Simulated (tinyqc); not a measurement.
Random telegraph noise from one oxide trap in a small MOSFET: one step of the calculation.

An acceptor-like trap exchanges electrons with the channel. Inversion charge Q = Cox u, u = n Vt W0(exp((Vg - VT)/(n Vt))), W0 the Lambert function, n = nf, Cox = eps0 eox/tox; linear regime Id = (W/L) mu Q Vd. Relative to threshold the surface potential rises by Vt ln(u/u0) and the oxide voltage by the rest of Vg - VT, with u0 = n Vt W0(1).

Problem. Step height. A = W L; threshold step dV = q (1 - xt/tox)/(Cox A); gm/Id = 1/(u + n Vt); relative step dI/I = (gm/Id) dV + asc mu/A. Id as defined.

Parameters, values chosen for the exercise; values of the order met in silicon transistors: temperature T = 250 K; relative permittivity of the gate insulator (close to zirconium oxide) eox = 24.8; insulator thickness tox = 8.4 nm; depth of the trap from the channel interface xt = 1.7 nm; body factor nf = 1.17; gate width W = 240 nm; gate length L = 120 nm; mobility mu = 110 cm^2/(V s); scattering coefficient of the charged trap asc = 1.9e-16 V s; drain voltage Vd = 0.05 V.

Constants: q = 1.602176634e-19 C, kB = 1.380649e-23 J/K, Vt = kB T/q, eps0 = 8.8541878128e-14 F/cm where lengths are in cm. Results are converted to the units shown.

u = 0.27020892 V
N = 4.4086987e12 cm^-2

Find: electrons in the channel N A; dV; gm/Id; number part of dI/I; dI/I; Id; dI.

Solution.

electrons in the channel N A = 1270
dV = 0.1697 mV
gm/Id = 3.385 1/V
number part of dI/I = 0.05746 %
dI/I = 0.06472 %
Id = 7.770 uA
dI = 5.028 nA

Range of the model: VT is taken as given; short-channel effects and the uneven flow of current among few electrons are left out.

tinyqc, about 0.01 s, one thread, Intel Xeon 2.30GHz (shared host): `OMP_NUM_THREADS=1 python tinyqc.py 2710068 2710069 out.jsonl`
